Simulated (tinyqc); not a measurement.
How errors in the targets pass to the parameters: fitting sp3s* parameters to three gaps by Newton steps.

J:
```
            Vss      Exa      Exc
Gamma  -0.83828  0.00000  0.00000
X       0.00000  0.25810  0.00000
L      -0.16716  0.07719  0.04538
```

The gaps at Gamma, X and L of an sp3s* model are fitted with Vss, Exa and Exc; J holds the derivatives of the gaps by these parameters at the start. The change of each parameter for +10 meV on one target is 10 J^-1, in meV.

Shifts (meV):

| target raised | Vss | Exa | Exc |
|---|---|---|---|
| Gamma | -11.9 | 0.0 | -43.9 |
| X | 0.0 | 38.7 | -65.9 |
| L | 0.0 | 0.0 | 220.4 |

root sum of squares (meV): Vss 11.9, Exa 38.7, Exc 234.2

Independent errors of 10 meV leave Exc least certain (234 meV) and Vss best fixed (11.9 meV). The largest single entry, 220 meV, comes from the target at L.

Run: tinyqc, `OMP_NUM_THREADS=1 python tinyqc.py 1481464 1481465 out.jsonl`; Intel(R) Xeon(R) Processor @ 2.30GHz, one thread, shared host; about 0.1 s of CPU time with all checks.
